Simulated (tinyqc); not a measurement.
Pariser-Parr-Pople SCF with singles CI, for the molecule C1=CC=CC=CC=C1 (SMILES; centres numbered as the heavy atoms are written), step by step. Computed by tinyqc, a small Python program that keeps every step. Settings: charge = 0, gamma = Ohno, start = huckel, damping = 0, iteration cap = 67, excitations kept = 6. Command: `OMP_NUM_THREADS=1 python tinyqc.py 20597 20598 out.jsonl` (the two numbers bound the seeds that draw the settings). One thread of a shared host (Intel(R) Xeon(R) Processor @ 2.60GHz), about 0.02 s of CPU time with the checks.

Centres (angstrom, eV; a flat drawing with bonds scaled to 1.40 angstrom):
```
centre          x          y  core charge z          W   gamma_rr
1C       1.829000   0.000000              1  11.160000  11.130000
2C       1.293000   1.293000              1  11.160000  11.130000
3C       0.000000   1.829000              1  11.160000  11.130000
4C      -1.293000   1.293000              1  11.160000  11.130000
5C      -1.829000   0.000000              1  11.160000  11.130000
6C      -1.293000  -1.293000              1  11.160000  11.130000
7C       0.000000  -1.829000              1  11.160000  11.130000
8C       1.293000  -1.293000              1  11.160000  11.130000
```

Resonance integrals (eV):
```
i  j       beta
1  2  -2.390000
2  3  -2.390000
3  4  -2.390000
4  5  -2.390000
5  6  -2.390000
6  7  -2.390000
7  8  -2.390000
8  1  -2.390000
```

Stop when output and input P, before any damping, agree to 1e-7.

Course of the cycle:
```
iteration         E (eV)  largest |P(out) - P(in)|
1          -103.96206114                  3.76e-02
2          -104.07657084                  1.59e-02
3          -104.10284997                  9.72e-03
4          -104.11219319                  9.10e-03
5          -104.11857922                  9.03e-03
6          -104.12491886                  9.20e-03
7          -104.13185645                  9.46e-03
8          -104.13955100                  9.72e-03
9          -104.14804230                  9.95e-03
10         -104.15732419                  1.01e-02
11         -104.16735709                  1.02e-02
...                  ...                       ...
57         -104.35993078                  7.70e-04
58         -104.35996463                  7.06e-04
59         -104.35999309                  6.48e-04
60         -104.36001704                  5.94e-04
61         -104.36003717                  5.45e-04
62         -104.36005410                  5.00e-04
63         -104.36006833                  4.58e-04
64         -104.36008031                  4.20e-04
65         -104.36009037                  3.85e-04
66         -104.36009884                  3.53e-04
67         -104.36010595                  3.24e-04
```

Can the last value be used, and what does the course show?

Not by the stop rule. Not converged within 67 iterations: the residual falls steadily but slowly, by a factor of about 0.92 a step. Reruns (cap 100 unless said): damping 0.5: not converged; the original settings with a cap of 400: converged in 161 (E = -104.36014).
